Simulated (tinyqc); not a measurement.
Inside a calculation: pi bands of a honeycomb layer in tight binding. Values are carried at full precision from step to step, so a last printed digit may differ when a step is redone from the rounded ones.

Lattice vectors a (1,0) and a (1/2, sqrt3/2); f = exp(i ky a/sqrt3) + 2 cos(kx a/2) exp(-i ky a/(2 sqrt3)), w = |f|. H = [[D - t2 F, -t f], [., -D - t2 F]] with F = w^2 - 3, S = [[1, s0 f], [., 1]]; the levels solve det(H - E S) = 0. K = (4 pi/3a, 0), M = (pi/a, pi/(sqrt3 a)); w = 3, 1, 0 at Gamma, M, K.

Constants: hbar = 6.58211957e-16 eV s.

Parameters, chosen for this exercise (of the size used for graphene; the results hold for these values, not for the real material):
- a = 2.46 angstrom (lattice constant)
- t = 2.88 eV (nearest hopping)
- t2 = 0 eV (second-neighbour hopping)
- s0 = 0 (overlap of neighbours)
- D = 0 eV (+D on A, -D on B)
- k = (0.54, 0.21) 1/angstrom (wave vector)

## H and S at one k

Form f, w, F and the two matrices.

f = 2.51319+0.05987i
w = 2.51390
F = 3.31971

H (eV):
```
                 A                B
A                0  -7.2380-0.1724i
B  -7.2380+0.1724i                0
```

S:
```
         A        B
A  1.00000        0
B        0  1.00000
```

## The secular equation

det(H - E S) = 0 reads (e - E)^2 - D^2 - (t + s0 E)^2 w^2 = 0 with e = -t2 (w^2 - 3), that is c2 E^2 + 2 c1 E + c0 = 0 with c2 = 1 - s0^2 w^2, c1 = -(e + t s0 w^2), c0 = e^2 - D^2 - t^2 w^2.

c2, c1, c0: 1.0000  0.0000  -52.4182

levels (eV): -7.2400  7.2400

## Levels at Gamma, M and K

Solve the quadratic (e - E)^2 - D^2 - (t + s0 E)^2 w^2 = 0 with e = -t2 (w^2 - 3), for w = 3, 1, 0.

Levels (eV):
```
point  w    lower   upper  difference
Gamma  3  -8.6400  8.6400     17.2800
M      1  -2.8800  2.8800      5.7600
K      0   0.0000  0.0000      0.0000
```

Measured from the middle of the levels at K (0.000 eV), the upper band reaches 8.640 eV and the lower -8.640 eV at Gamma: mirror images, as neither overlap nor t2 is present. The saddle points at M give the absorption peak at 5.760 eV in this one-electron picture.

## Near K

w = (sqrt3/2) a q to first order in the distance q from K. Effective hopping t* = t + 3 t2 s0, hbar v = (sqrt3/2) a t*, v in m/s = hbar v x 1e-10/hbar.

hbar v = 6.1356 eV angstrom
v = 9.322e+05 m/s

## Checks

- Roots of the quadratic against the generalised eigenproblem: they agree to 1e-10 or better.

Run: tinyqc, `OMP_NUM_THREADS=1 python tinyqc.py 1452583 1452584 out.jsonl`; Intel(R) Xeon(R) Processor @ 2.30GHz, one thread, shared host; about 0.01 s of CPU time with all checks.
